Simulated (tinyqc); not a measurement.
MP2 on RHF in the 6-31g basis, for H2, spin multiplicity 1, step by step. Computed by tinyqc, a small Python program that keeps every step (integrals from PySCF). Settings: charge = 0, multiplicity = 1, basis = 6-31g, method = RHF, energy threshold = 1e-10, iteration cap = 57, orthogonalisation = symmetric, start = Wolfsberg-Helmholz matrix, DIIS depth = 6. Command: `OMP_NUM_THREADS=1 python tinyqc.py 23748 23749 out.jsonl` (the two numbers bound the seeds that draw the settings). One thread of a shared host (Intel(R) Xeon(R) Processor @ 2.60GHz), about 0.06 s of CPU time with the checks. The early iterations of the SCF are left out here.

## One-electron integrals

Geometry (angstrom):
```
atom         x         y         z
H     0.000000  0.000000  0.000000
H     0.000000  0.000000  0.940000
```

Basis 6-31g: exponents (1/bohr^2) and contraction coefficients of normalised primitives:
```
element  l (shell)   exponent  coefficient
H            s (1)  18.731137     0.033495
H            s (1)   2.825394     0.234727
H            s (1)   0.640122     0.813757
H            s (2)   0.161278     1.000000
```

Overlap, kinetic and nuclear-attraction integrals over the contracted functions; the nuclear repulsion is the sum of Za Zb / Rab.

nuclear repulsion = 0.56295448 hartree

overlap S, lower triangle:
```
          1H 1s     1H 2s     2H 1s     2H 2s
1H 1s  1.000000
1H 2s  0.658292  1.000000
2H 1s  0.293830  0.434821  1.000000
2H 2s  0.434821  0.775345  0.658292  1.000000
```

kinetic energy T (hartree), lower triangle:
```
          1H 1s     1H 2s     2H 1s     2H 2s
1H 1s  1.395678
1H 2s  0.259735  0.241917
2H 1s  0.061582  0.123845  1.395678
2H 2s  0.123845  0.155751  0.259735  0.241917
```

nuclear attraction V (hartree), lower triangle:
```
           1H 1s      1H 2s      2H 1s      2H 2s
1H 1s  -2.214516
1H 2s  -1.104833  -1.117305
2H 1s  -0.597934  -0.754600  -2.214516
2H 2s  -0.754600  -0.915538  -1.104833  -1.117305
```

core Hamiltonian H = T + V (hartree), lower triangle:
```
           1H 1s      1H 2s      2H 1s      2H 2s
1H 1s  -0.818837
1H 2s  -0.845098  -0.875388
2H 1s  -0.536353  -0.630755  -0.818837
2H 2s  -0.630755  -0.759786  -0.845098  -0.875388
```

## Two-electron integrals

Functions are numbered as in S; the eight-fold symmetry (ij|kl) = (ji|kl) = (kl|ij) leaves the list below.

Two-electron integrals (ij|kl) in chemists' order, unique and non-zero (hartree):
```
(11|11) 1.076566   (21|11) 0.578470   (21|21) 0.329423   (22|11) 0.587396
(22|21) 0.361304   (22|22) 0.453150   (31|11) 0.244050   (31|21) 0.141445
(31|22) 0.158648   (31|31) 0.081040   (32|11) 0.262674   (32|21) 0.162568
(32|22) 0.203891   (32|31) 0.100259   (32|32) 0.142633   (33|11) 0.548479
(33|21) 0.348656   (33|22) 0.455183   (33|31) 0.244050   (33|32) 0.373098
(33|33) 1.076566   (41|11) 0.373098   (41|21) 0.213640   (41|22) 0.236363
(41|31) 0.100259   (41|32) 0.118374   (41|33) 0.262674   (41|41) 0.142633
(42|11) 0.424862   (42|21) 0.263572   (42|22) 0.337000   (42|31) 0.131384
(42|32) 0.180149   (42|33) 0.424862   (42|41) 0.180149   (42|42) 0.272416
(43|11) 0.348656   (43|21) 0.220264   (43|22) 0.288217   (43|31) 0.141445
(43|32) 0.213640   (43|33) 0.578470   (43|41) 0.162568   (43|42) 0.263572
(43|43) 0.329423   (44|11) 0.455183   (44|21) 0.288217   (44|22) 0.386725
(44|31) 0.158648   (44|32) 0.236363   (44|33) 0.587396   (44|41) 0.203891
(44|42) 0.337000   (44|43) 0.361304   (44|44) 0.453150
```

## Orthogonalisation

S = U s U^T; symmetric (Loewdin) form X = U s^(-1/2) U^T, so that X^T S X = 1.

eigenvalues of S: 0.136926  0.415275  0.793900  2.653900

X, lower triangle:
```
           1H 1s      1H 2s      2H 1s     2H 2s
1H 1s   1.258506
1H 2s  -0.497739   1.736693
2H 1s  -0.074818   0.039744   1.258506
2H 2s   0.039744  -0.754751  -0.497739  1.736693
```

## Iteration 7 (converged): orbitals

converged F (hartree), lower triangle:
```
           1H 1s      1H 2s      2H 1s      2H 2s
1H 1s   0.065027
1H 2s  -0.445860  -0.320680
2H 1s  -0.448426  -0.440695   0.065027
2H 2s  -0.440695  -0.367580  -0.445860  -0.320680
```

Diagonalise F' = X^T F X, C = X C', fill 1 alpha and 1 beta electrons from the bottom; D = 2 C_occ C_occ^T. Each column has its largest component positive (the first on a tie).

F' = X^T F X (hartree), lower triangle:
```
           1          2          3         4
1   0.606717
2  -0.574229   0.253323
3  -0.327028  -0.124812   0.606717
4  -0.124812  -0.199961  -0.574229  0.253323
```

orbital energies (hartree): MO1 -0.541617, MO2 0.183920, MO3 0.874667, MO4 1.203108

coefficients C:
```
            MO1        MO2        MO3        MO4
1H 1s  0.295881   0.158700   0.847286  -1.004059
1H 2s  0.318843   1.315699  -0.696652   1.231676
2H 1s  0.295881  -0.158700   0.847286   1.004059
2H 2s  0.318843  -1.315699  -0.696652  -1.231676
```

D after iteration 7, lower triangle:
```
          1H 1s     1H 2s     2H 1s     2H 2s
1H 1s  0.175091
1H 2s  0.188679  0.203322
2H 1s  0.175091  0.188679  0.175091
2H 2s  0.188679  0.203322  0.188679  0.203322
```

## Convergence

Stop when the energy changes by less than 1e-10 hartree and every element of the error matrix X^T (F D S - S D F) X is below 3e-06.

Course of the cycle:
```
iteration  E (hartree)     change  largest element of the error matrix
1          -1.09447707          -                             8.07e-02
2          -1.10508775  -1.06e-02                             1.22e-02
3          -1.10533641  -2.49e-04                             1.76e-05
4          -1.10533641  -4.29e-10                             7.30e-06
5          -1.10533641  -5.35e-11                             4.61e-06
6          -1.10533641  -1.65e-11                             3.36e-06
7          -1.10533641  -7.16e-12                             2.65e-06
```

PySCF RHF in the same basis = -1.10533641 hartree

Converged in 7 iterations.

## Integrals over molecular orbitals

(pq|rs) = sum C_ip C_jq C_kr C_ls (ij|kl), one index at a time.

one-electron integrals over orbitals h = C^T H C (hartree), lower triangle:
```
           1          2          3         4
1  -1.126674
2   0.000000  -0.593478
3  -0.142046   0.000000  -0.048375
4   0.000000   0.197875   0.000000  0.139988
```

Two-electron integrals over orbitals (pq|rs), unique and non-zero (hartree):
```
(11|11) 0.585058    (21|21) 0.100958    (22|11) 0.439178    (22|22) 0.396932
(31|11) 0.142045    (31|22) 0.063855    (31|31) 0.098018    (32|21) 0.001416
(32|32) 0.035305    (33|11) 0.510530    (33|22) 0.396339    (33|31) 0.119009
(33|33) 0.469815    (41|21) -0.081022   (41|32) -0.042508   (41|41) 0.116875
(42|11) -0.139449   (42|22) -0.067926   (42|31) -0.079888   (42|33) -0.113724
(42|42) 0.079183    (43|21) -0.110854   (43|32) -0.027172   (43|41) 0.125812
(43|43) 0.162043    (44|11) 0.589998    (44|22) 0.447376    (44|31) 0.178139
(44|33) 0.536445    (44|42) -0.164953   (44|44) 0.655507
```

## Second-order Moller-Plesset energy

Hartree-Fock energy = -1.10533641 hartree

E2 = sum_ijab (ia|jb) [2 (ia|jb) - (ib|ja)] / (e_i + e_j - e_a - e_b) over occupied i, j and virtual a, b; the opposite-spin part is (ia|jb)^2 / denominator, the rest is same-spin, and SCS-MP2 scales them by 6/5 and 1/3.

Terms:
```
i  j  a  b    (ia|jb)    (ib|ja)  denominator       term
1  1  2  2   0.100958   0.100958    -1.451075  -0.007024
1  1  4  4   0.116875   0.116875    -3.489451  -0.003915
1  1  3  3   0.098018   0.098018    -2.832568  -0.003392
1  1  2  4  -0.081022  -0.081022    -2.470263  -0.002657
1  1  4  2  -0.081022  -0.081022    -2.470263  -0.002657
```

Pair energies (hartree; pair i-j sums ij and ji):
```
pair  opposite spin  same spin
1-1       -0.019645   0.000000
```

MP2 correlation energy = -0.01964537 hartree

SCS-MP2 correlation energy = -0.02357445 hartree

MP2 total energy = -1.12498179 hartree
